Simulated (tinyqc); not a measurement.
# Worked calculation: tunnelling through a gate dielectric with the two-band (Franz) dispersion, WKB transmission and Tsu-Esaki current

Computed by the program tinyqc: `OMP_NUM_THREADS=1 python tinyqc.py 2540007 2540008 out.jsonl`, one thread of a shared Intel Xeon 2.30GHz, about 0.01 s for the whole run. Printed values are rounded.

Electrons leave the emitter at x = 0. Energies E (motion across the layers) are in eV from the emitter Fermi level; the collector Fermi level lies at -V and offers states at every E. No charge in the dielectric and no image force: F1 = V/t1, U = phi1 - F1 x. With C = hbar^2/(2 m0), kappa = sqrt(m u (1 - u/Egx)/C), u = U - E where U > E and 0 elsewhere; T(E) = exp(-S), S = 2 times the integral of kappa over x.

Inputs (values chosen for the exercise); dielectric values close to those of zirconium oxide: temperature T = 77 K; Fermi energy of the emitter above its band bottom Ef = 0.39 eV; emitter mass in the supply function me = 0.42 m0; barrier of layer 1 above the emitter Fermi level at zero bias phi1 = 1.42 eV; tunnelling mass of layer 1 m1 = 0.26 m0; thickness of layer 1 t1 = 3 nm; gap parameter of the two-band dispersion, set freely Egx = 6.4 eV; voltage across the dielectric V = 0.7 V; energy of the electron followed E = 0 eV; cells in each layer nc = 9; lower end of the energy grid Ea = -0.39 eV; upper end of the energy grid Eb = 0.062 eV; points of the energy grid nE = 13.

Constants: q = 1.602176634e-19 C, kB = 1.380649e-23 J/K, hbar = 1.054571817e-34 J s, m0 = 9.1093837015e-31 kg, Vt = kB T/q, hbar^2/(2 m0) = 0.0380998212 eV nm^2. Results are converted to the units shown.

## Fields and band edges

F1 = V/t1, U = phi1 - F1 x.

F1 = 2.33333 MV/cm
U at x = t1 = 0.72 eV

## WKB exponent by the midpoint rule

Cut each layer into nc equal cells, take U and kappa at the cell centres, and sum S = 2 sum kappa h.

```
cell   x (nm)   U (eV)  kappa (1/nm)
0     0.16667  1.38111       2.71865
1     0.50000  1.30333       2.66138
2     0.83333  1.22556       2.60036
3     1.16667  1.14778       2.53534
4     1.50000  1.07000       2.46599
5     1.83333  0.99222       2.39193
6     2.16667  0.91444       2.31273
7     2.50000  0.83667       2.22781
8     2.83333  0.75889       2.13652
```

S = 14.7005
T(E) = 4.12732e-7

## WKB exponent in closed form

Each layer adds (2/F) sqrt(m/C) [G(u at its left edge) - G(u at its right edge)] to S, with u = U - E (0 where negative) and G(u) = Egx^1.5 (th - sin(4 th)/4)/4, th = arcsin sqrt(u/Egx). The slope follows from 1/d = -dS/dE.

S = 14.6992
T(E) = 4.13245e-7
energy d over which T(E) grows by a factor e = 0.17737 eV

The midpoint rule gives S = 14.700, so its T(E) is 0.12 % below this value. The band edge stays above E through the whole stack: direct tunnelling through a trapezoid.

## Current density on a coarse energy grid

J = J0 times the integral of T(E) N(E) dE, N = ln[(1 + exp(-E/Vt))/(1 + exp((-E - V)/Vt))], J0 = q^2 me m0 kB T/(2 pi^2 hbar^3) (times 1e-4 for A/cm^2 per eV), by Simpson's rule on nE equally spaced points from Ea to Eb.

```
point     E (eV)        T(E)           N       T(E) N
0      -0.390000  6.35426e-8     58.7761   3.73479e-6
1      -0.352333  7.42318e-8     53.0995   3.94167e-6
2      -0.314667  8.71468e-8     47.4228   4.13274e-6
3      -0.277000  1.02829e-7     41.7461   4.29272e-6
4      -0.239333  1.21971e-7     36.0695   4.39942e-6
5      -0.201667  1.45462e-7     30.3928   4.42100e-6
6      -0.164000  1.74454e-7     24.7161   4.31183e-6
7      -0.126333  2.10447e-7     19.0394   4.00680e-6
8      -0.088667  2.55408e-7     13.3628   3.41295e-6
9      -0.051000  3.11934e-7     7.68657   2.39770e-6
10     -0.013333  3.83487e-7     2.13525   8.18839e-7
11      0.024333  4.74708e-7   0.0252263   1.19751e-8
12      0.062000  5.91885e-7  8.74939e-5  5.17863e-11
```

J0 = 4.50998e7 A/(cm^2 eV)
J = 64.6513 A/cm^2

The integrand peaks at E = -0.202 eV among these points. A converged quadrature from -Ef to above the barrier gives 64.58 A/cm^2; this grid is 0.11 % above that.
